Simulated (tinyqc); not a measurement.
Self-heating of a transistor with one or more fingers, with temperature-dependent conductivity: one step, computed by the program tinyqc. Command: `OMP_NUM_THREADS=1 python tinyqc.py 3020558 3020559 out.jsonl selfheat walk`. One thread of a shared host (Intel(R) Xeon(R) Processor @ 2.30GHz), about 0.08 s of CPU time with the checks.

N long parallel fingers lie on the top face of a slab whose bottom is held at T_0; the top is otherwise insulated, and heat flows in two dimensions. P in W/mm is 1000 P in W/m.

Task: Linear temperature rise of each finger. theta_i = (P/(pi kappa_0)) [g_0 + sum over j != i of g(|i - j| s)], with equal powers and constant conductivity; thermal resistance = largest theta/P.

Inputs (values chosen for the exercise, modelled on silicon carbide):

| quantity | value | unit |
|---|---|---|
| conductivity at the base temperature kappa_0 | 343 | W/(m K) |
| power per gate width P | 2.3 | W/mm |
| fingers N | 4 | - |
| width of the heat source w | 0.17 | micrometre |
| phonon free path Lambda | 120 | nm |

Power: power rises with temperature.

own factor g_0 = 8.648311

g(j s), j = 1..7: 2.786580  2.097224  1.698033  1.419043  1.206921  1.037842  0.899027

Give: theta of each finger; largest theta; thermal resistance.

Result:

theta of each finger (K): 32.51  34.83  34.83  32.51

largest theta = 34.83 K

thermal resistance = 15.14 K mm/W

The neighbours supply 47 % of the rise of the hottest finger, which runs 2.3 K above the outer ones. Caution: the source is narrower than two phonon free paths, so the Fourier result understates the rise at the source.
